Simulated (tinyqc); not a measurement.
Delay unit and parasitic delay from two ring oscillators.

Question. A ring of 51 inverters oscillates at 1/(2 x 51 d), with stage delay d = tau (h + p) for fan-out h. Find tau, p and the delay at fan-out 4.

frequencies of 51-stage ring oscillators with fan-out 2 and 4 (GHz): 0.96437391  0.59977130

Solution. d is a straight line in h with slope tau and intercept tau p.

tau = 3.09 ps
p = 1.29
delay at fan-out 4 = 16.3 ps

Computed by the program tinyqc: `OMP_NUM_THREADS=1 python tinyqc.py 2082003 2082004 out.jsonl`, one thread of a shared Intel Xeon 2.30GHz, about 0.01 s for the whole run.
